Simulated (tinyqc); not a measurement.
# Series resistance and length offset from two lengths at two overdrives

Inverse problem. In strong inversion R W = Rsd + k(x)(L - dL), k(x) = (1 + th1 x)/(mu0 Cox x), x the overdrive, Cox = eps0 eox/tox, with Rsd and dL independent of x. Find dL, Rsd, mu0 and th1.

Parameters, values chosen for the exercise:
- eox = 25.5 (relative permittivity of the gate insulator (close to zirconium oxide))
- tox = 20 nm (insulator thickness)

Constants: eps0 = 8.8541878128e-14 F/cm where lengths are in cm. Results are converted to the units shown.

total resistance times width (ohm um):

|  | L = 0.072 um | L = 0.94 um |
|---|---|---|
| overdrive 0.59 V | 1175.06457 | 14597.9543 |
| overdrive 1.19 V | 834.416545 | 8781.70471 |

Solution. At each overdrive R W is a straight line in L; the two lines cross at L = dL, R W = Rsd. Their slopes give k x = (1 + th1 x)/(mu0 Cox), a straight line in x.

dL = 0.01800 um
Rsd = 340.0 ohm um
mu0 = 120.0 cm^2/(V s)
th1 = 0.4000 1/V

Program tinyqc, `OMP_NUM_THREADS=1 python tinyqc.py 2210069 2210070 out.jsonl`; Intel Xeon 2.30GHz, shared host, one thread, about 0.01 s.
